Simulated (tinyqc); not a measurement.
Elastic trap-assisted tunnelling through a dielectric: two steps of the calculation.

Emitter at x = 0 (Fermi level 0), collector at x = t (Fermi level -V), band edge U(x) = phi - F x, F = V/t. A trap at x has the energy E = U(x) - Et. With G(u) = (4/(3 F)) sqrt(mo/C) max(u, 0)^1.5, C = hbar^2/(2 m0): S1 = G(phi - E) - G(Et), S2 = G(Et) - G(phi - V - E), T1,2 = exp(-S1,2). The steady rate through one trap is nu T1 T2 (f1 - f2)/(T1 + T2), f1 = f(E), f2 = f(E + V), f(y) = 1/(1 + exp(y/Vt)); both contacts offer states at E.

Parameters, values chosen for the exercise; dielectric values close to those of silicon dioxide: temperature T = 350 K; barrier above the emitter Fermi level phi = 3.09 eV; tunnelling mass mo = 0.5 m0; thickness t = 6.5 nm; trap depth below the band edge of the dielectric Et = 2.59 eV; trap density Nt = 5.2e17 cm^-3; attempt frequency nu = 1e13 1/s; points of the grid n = 9; voltage V = 2.1 V; left end of the grid xa = 2.37 nm; right end of the grid xb = 3.4 nm.

Constants: q = 1.602176634e-19 C, kB = 1.380649e-23 J/K, hbar = 1.054571817e-34 J s, m0 = 9.1093837015e-31 kg, Vt = kB T/q, hbar^2/(2 m0) = 0.0380998212 eV nm^2. Results are converted to the units shown.

Problem 1. Rate through a trap near the best position. n equally spaced x from xa to xb, where nearly all of the current flows; J = q Nt times the integral of the rate, by Simpson's rule.

Wanted: x; E; S1; S2; f1 - f2; rate; J.

Solution 1.

```
point  x (nm)   E (eV)     S1     S2  f1 - f2  rate (1/s)
0       2.370  -0.2657  29.59  41.28   0.9999    1.181e-5
1       2.499  -0.3073  31.30  40.23    1.000    3.388e-5
2       2.627  -0.3489  33.02  39.16    1.000    9.867e-5
3       2.756  -0.3905  34.76  38.07    1.000    2.831e-4
4       2.885  -0.4321  36.51  36.96    1.000    5.422e-4
5       3.014  -0.4737  38.26  35.84    1.000    2.220e-4
6       3.143  -0.5153  40.03  34.71    1.000    4.114e-5
7       3.271  -0.5569  41.80  33.55    1.000    6.996e-6
8       3.400  -0.5985  43.59  32.39    1.000    1.172e-6
```

J = 1.273e-12 A/cm^2

Problem 2. The best-placed trap against direct tunnelling. At x = xs: E, S1, S2 and the occupation (T1 f1 + T2 f2)/(T1 + T2). Direct tunnelling at E = 0 has S = (4/(3 F)) sqrt(mo/C) [phi^1.5 - max(phi - V, 0)^1.5].

xs = 2.89 nm

Find: E; S1; S2; occupation; S of direct tunnelling.

Solution 2.

E = -0.43369 eV
S1 = 36.573
S2 = 36.920
occupation = 0.58583
S of direct tunnelling = 66.480

Range of the model: Phonon-assisted (inelastic) capture, chains of traps and a spread of trap depths are left out.

Program tinyqc, `OMP_NUM_THREADS=1 python tinyqc.py 2370143 2370144 out.jsonl`; Intel Xeon 2.30GHz, shared host, one thread, about 0.04 s.
